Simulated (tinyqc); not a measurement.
Thickness from two neighbouring fringes.

Inverse problem. At normal incidence a transparent film with an index between those of air and substrate, taken as constant, has reflectance minima at 2 n1 d = (m + 1/2) lam (small phase shifts at the substrate neglected). Find d and the order m of the shorter wavelength.

Parameters, values chosen for the exercise:

| symbol | value | unit | meaning |
|---|---|---|---|
| n1 | 1.446 |  | index of the transparent film |

wavelengths of two neighbouring reflectance minima (nm): [480, 567.27273]

Answer. Neighbouring orders differ by one: 2 n1 d (1/lam1 - 1/lam2) = 1.

d = 1079 nm
m = 6

Numbers from tinyqc (`OMP_NUM_THREADS=1 python tinyqc.py 2870202 2870203 out.jsonl`; about 0.01 s on one thread of a shared Intel Xeon 2.30GHz).
